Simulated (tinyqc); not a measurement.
Binding against mu: shallow acceptor in the spherical model (Baldereschi-Lipari), strong spin-orbit limit. Computed by tinyqc, a small Python program. Command: `OMP_NUM_THREADS=1 python tinyqc.py 3020187 3020188 out.jsonl acceptor walk`. One thread of a shared host (Intel(R) Xeon(R) Processor @ 2.30GHz), about 0.01 s of CPU time with the checks.

The 1S(3/2) state has an s envelope f(r) and a d envelope g(r). In effective units they obey -(f'' + 2f'/r + 2f/r) + mu (g'' + 5g'/r + 3g/r^2) = E f and -(g'' + 2g'/r - 6g/r^2 + 2g/r) + mu (f'' - f'/r) = E g. The cubic term, the split-off band and the central cell are left out.

Inputs (values chosen for the exercise, modelled on silicon):
```
quantity                 value  unit
Luttinger gamma_1         4.22     -
Luttinger gamma_2         0.35     -
Luttinger gamma_3         1.46     -
dielectric constant eps   11.4     -
```

Constants: Ry = 13.605693123 eV; a_0 = 0.529177210903 angstrom.

Method:
- Ry* = Ry/(gamma_1 eps^2), a* = a_0 eps gamma_1, mu = (6 gamma_3 + 4 gamma_2)/(5 gamma_1), delta = (gamma_3 - gamma_2)/gamma_1; spherical masses 1/(gamma_1 (1 - mu)) (heavy) and 1/(gamma_1 (1 + mu)) (light).
- Basis: f_i = exp(-zeta_i r), g_i = r exp(-zeta_i r), weight r^2 dr, s = zeta_i + zeta_j. S_ff = 2/s^3, H_ff = zeta_i zeta_j S_ff - 2/s^2; S_gg = 24/s^5, H_gg = 8/s^3 + 24 zeta_i zeta_j/s^5 - 12/s^4; H(f_i, g_j) = mu (6 zeta_i^2/s^4 + 2 zeta_i/s^3); S_fg = 0. Each function is normalised by sqrt(S_ii).
- Large basis: zeta_i = 0.08 x 1.55^(i-1), i = 1..20 in each channel; overlap eigenvalues below 1e-11 are dropped.

mu = 0.481517

1S(3/2):
```
mu    binding (Ry*)  d weight  binding x (1 - mu)
0.10         1.0091   0.00424             0.90817
0.14         1.0180   0.00832             0.87544
0.29         1.0824   0.03603             0.76852
0.48         1.2682   0.10088             0.65947
0.50         1.2985   0.10979             0.64927
0.80         2.5802   0.29828             0.51604
0.90         4.7683   0.38818             0.47683
0.95         9.1447   0.44002             0.45723
```

What follows from these numbers?

The binding grows from 1.009 to 9.14 Ry*, slowly at first (second order in mu), while the d weight rises to 0.44. The last column, the binding in units of the heavy-hole Rydberg, falls to 0.457, towards about 0.44 as mu tends to 1. Caution: gamma_3 and gamma_2 differ by more than 0.17 gamma_1: band warping, left out here, adds several per cent to the binding.
